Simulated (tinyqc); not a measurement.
p-n heterojunction, non-linear Poisson equation by Newton steps, Boltzmann statistics: two steps of the calculation.

One dimension, material 1 (p-type) at x < 0 and material 2 (n-type) at x > 0. Band edges: Ec = -psi in material 1 and -psi + dEc in material 2, Ev = Ec - Eg. Flat quasi-Fermi levels: 0 for holes, +V for electrons. n = Nc F((EFn - Ec)/Vt), p = Nv F((Ev - EFp)/Vt), with F(eta) = exp(eta) (Boltzmann statistics); full ionisation, no interface charge, classical densities; the doping types are chosen for the exercise.

Values chosen for this exercise; band and dielectric values those of a made-up pair: temperature T = 300 K; band gap of material 1 Eg1 = 2.06 eV; valence-band density of states of material 1 Nv1 = 1.24e19 cm^-3; band gap of material 2 Eg2 = 1.61 eV; conduction-band density of states of material 2 Nc2 = 4.88e17 cm^-3; conduction-band offset Ec2 - Ec1 dEc = -0.28 eV; acceptor density of material 1 N1 = 8.6e15 cm^-3; donor density of material 2 N2 = 2.1e16 cm^-3; bias of side 1 against side 2 V = -1 V.

Constants: q = 1.602176634e-19 C, kB = 1.380649e-23 J/K, Vt = kB T/q. Results are converted to the units shown.

Problem 1. Offsets and end potentials. dEv = Ev1 - Ev2 = Eg2 - Eg1 - dEc. Neutrality of the majority carriers far from the junction: Nv1 F((-psi_L - Eg1)/Vt) = N1 and Nc2 F((V + psi_R - dEc)/Vt) = N2. Total bending psi_R - psi_L.

Wanted: dEv; psi_L; psi_R; psi_R - psi_L.

Solution 1.

dEv = -0.1700 eV
psi_L = -1.872 V
psi_R = 0.6387 V
psi_R - psi_L = 2.511 V

The alignment is straddling (type I): dEc and dEv have the same sign.

Problem 2. Newton step. Solve the tridiagonal system a_(i-1) d_(i-1) + b_i d_i + a_i d_(i+1) = -F_i for nodes 1 to 10, with d = 0 on fixed nodes. Half of the step is added while the largest |d| exceeds 1.5 Vt, the full step after that.

| interval | coupling a_i (F/cm^2) |
|---|---|
| 0 | 2.9418753e-8 |
| 1 | 3.8973562e-8 |
| 2 | 5.2715685e-8 |
| 3 | 7.0696228e-8 |
| 4 | 9.4800556e-8 |
| 5 | 1.2790762e-7 |
| 6 | 1.9766943e-7 |
| 7 | 1.6859344e-7 |
| 8 | 1.2246091e-7 |
| 9 | 8.9183486e-8 |
| 10 | 6.4436236e-8 |

| node | diagonal b (F/cm^2) | residual F (C/cm^2) |
|---|---|---|
| 1 | -1.5180694e-6 | 1.5136660e-17 |
| 2 | -1.1751129e-6 | 1.7176559e-14 |
| 3 | -9.0859720e-7 | 6.2859383e-12 |
| 4 | -5.9987503e-7 | 7.2985614e-10 |
| 5 | -2.5612016e-7 | 1.9237750e-8 |
| 6 | -3.2557760e-7 | 3.5364347e-7 |
| 7 | -3.6834996e-7 | -3.5361301e-7 |
| 8 | -8.4422158e-7 | -5.9368368e-9 |
| 9 | -1.6884962e-6 | -4.8619479e-11 |
| 10 | -2.2904183e-6 | -1.0293674e-13 |

| node | psi after iteration 1 (V) |
|---|---|
| 0 | -1.8719606 |
| 1 | -1.8719598 |
| 2 | -1.8719320 |
| 3 | -1.8713225 |
| 4 | -1.8636040 |
| 5 | -1.8049459 |
| 6 | -1.5276014 |
| 7 | 0.4842495 |
| 8 | 0.6202308 |
| 9 | 0.6373917 |
| 10 | 0.6386251 |
| 11 | 0.6386750 |

Wanted: Newton step d, before damping; psi after iteration 2.

Solution 2.

| node | Newton step d, before damping (V) |
|---|---|
| 1 | 0.0000 |
| 2 | 0.0004 |
| 3 | 0.0083 |
| 4 | 0.1067 |
| 5 | 0.6612 |
| 6 | 1.0945 |
| 7 | -0.4141 |
| 8 | -0.0907 |
| 9 | -0.0066 |
| 10 | -0.0003 |

| node | psi after iteration 2 (V) |
|---|---|
| 0 | -1.8720 |
| 1 | -1.8720 |
| 2 | -1.8717 |
| 3 | -1.8672 |
| 4 | -1.8103 |
| 5 | -1.4743 |
| 6 | -0.9803 |
| 7 | 0.2772 |
| 8 | 0.5749 |
| 9 | 0.6341 |
| 10 | 0.6385 |
| 11 | 0.6387 |

tinyqc, about 0.02 s, one thread, Intel Xeon 2.30GHz (shared host): `OMP_NUM_THREADS=1 python tinyqc.py 2040023 2040024 out.jsonl`
